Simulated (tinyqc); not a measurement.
## Slope factor and drain-induced lowering from three currents

Inverse problem. With source and body at 0 V, I = A exp((Vg + dd Vd)/(nf Vt)) (1 - exp(-Vd/Vt)). Find nf, the swing nf Vt ln 10 and dd.

Parameters, values chosen for the exercise: temperature T = 358 K.

Constants: q = 1.602176634e-19 C, kB = 1.380649e-23 J/K, Vt = kB T/q. Results are converted to the units shown.

currents at (Vg, Vd) = (0, 0.05), (0, 1.1) and (0.11, 1.1) V (nA/um): [0.0068439884, 0.055786614, 0.65235697]

Solution. The pair at equal Vd gives nf; the pair at equal Vg, after dividing out the factors 1 - exp(-Vd/Vt), gives dd.

nf = 1.45
swing = 103 mV/decade
dd = 0.0800

Program tinyqc, `OMP_NUM_THREADS=1 python tinyqc.py 2242131 2242132 out.jsonl`; Intel Xeon 2.30GHz, shared host, one thread, about 0.03 s.
